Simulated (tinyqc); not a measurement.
## Barrier and mass from two Fowler-Nordheim currents

Inverse problem. Fowler-Nordheim tunnelling through a dielectric follows J = A F^2 exp(-B/F), A = q^2 me/(16 pi^2 hbar m1 phi1) (A/V^2 with phi1 in volts), B = (4/3) sqrt(m1/C) phi1^1.5 (V/nm), C = hbar^2/(2 m0). Find B, A, phi1 and m1.

Inputs (values chosen for the exercise):
```
symbol,value,unit,meaning
me,1,m0,emitter mass in the supply function
```

Constants: q = 1.602176634e-19 C, hbar = 1.054571817e-34 J s, m0 = 9.1093837015e-31 kg, hbar^2/(2 m0) = 0.0380998212 eV nm^2. Results are converted to the units shown.

J at F = 0.69 and 1.26 V/nm (A/cm^2): [2.6229191e-9, 0.20007945]

Answer. The slope of ln(J/F^2) against 1/F is -B and the intercept gives A. A fixes the product m1 phi1, and B = (4/3) phi1 sqrt(m1 phi1/C) then gives phi1.

B = 25.85 V/nm
A = 1.021e-6 A/V^2
phi1 = 3.080 eV
m1 = 0.4900 m0

Program tinyqc, `OMP_NUM_THREADS=1 python tinyqc.py 2540079 2540080 out.jsonl`; Intel Xeon 2.30GHz, shared host, one thread, about 0.02 s.
